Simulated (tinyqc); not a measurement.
Linear model of a band gap against the share of exact exchange: one step. Self-consistent share. Two cases, with inputs chosen for the exercise.

Question. Iterate alpha -> 1/eps(alpha) seven times from a_start. The fixed point solves alpha eps(alpha) = 1; the contraction factor there is 2 (eps - 1) S/((EP + S alpha) eps^2).

E(alpha) = E0 + S alpha. A wider gap screens less, modelled in the Penn form eps(alpha) = 1 + (e0 - 1)(EP/(EP + S alpha))^2 with a scale EP chosen for the exercise. A dielectric-dependent hybrid takes alpha = 1/eps.

Give: Iterates; fixed point; contraction factor.

Case 1.

Values chosen (of the order of those of SiC; not measured data):
- E0 = 2.22 eV (gap of the semi-local functional)
- S = 6.3 eV (slope dE/d(alpha))
- e0 = 7.26 (optical dielectric constant at alpha = 0)
- EP = 17.6 eV (energy scale of the screening)
- a_start = 0.25 (starting alpha)

Answer.

Iterates:
```
step    alpha     eps  E (eV)
0     0.25000  6.2739  3.7950
1     0.15939  6.6025  3.2242
2     0.15146  6.6327  3.1742
3     0.15077  6.6353  3.1698
4     0.15071  6.6356  3.1695
5     0.15070  6.6356  3.1694
6     0.15070  6.6356  3.1694
7     0.15070  6.6356  3.1694
```

fixed point = 0.15070
contraction factor = 0.0869

The factor is positive, so the iterates approach from one side, the error shrinking to 0.09 of itself each step; the gap is within 0.01 eV of its limit from step 2. Self-consistency moves the gap by +0.082 eV against the one-shot choice 1/e0, since a wider gap screens less.

Case 2.

Values chosen (of the order of those of diamond; not measured data):
- E0 = 4.22 eV (gap of the semi-local functional)
- S = 7.16 eV (slope dE/d(alpha))
- e0 = 6.04 (optical dielectric constant at alpha = 0)
- EP = 27.7 eV (energy scale of the screening)
- a_start = 0.5 (starting alpha)

Answer.

Iterates:
```
step    alpha     eps  E (eV)
0     0.50000  4.9524  7.8000
1     0.20192  5.5524  5.6658
2     0.18010  5.6016  5.5095
3     0.17852  5.6052  5.4982
4     0.17841  5.6054  5.4974
5     0.17840  5.6055  5.4973
6     0.17840  5.6055  5.4973
7     0.17840  5.6055  5.4973
```

fixed point = 0.17840
contraction factor = 0.0724

The factor is positive, so the iterates approach from one side, the error shrinking to 0.07 of itself each step; the gap is within 0.01 eV of its limit from step 3. Self-consistency moves the gap by +0.092 eV against the one-shot choice 1/e0, since a wider gap screens less.

Computed by tinyqc, one run a case: `OMP_NUM_THREADS=1 python tinyqc.py N N+1 out.jsonl` with N = 1880999, 1881148; one thread of a shared Intel(R) Xeon(R) Processor @ 2.30GHz, about 0.01 s a run at most.
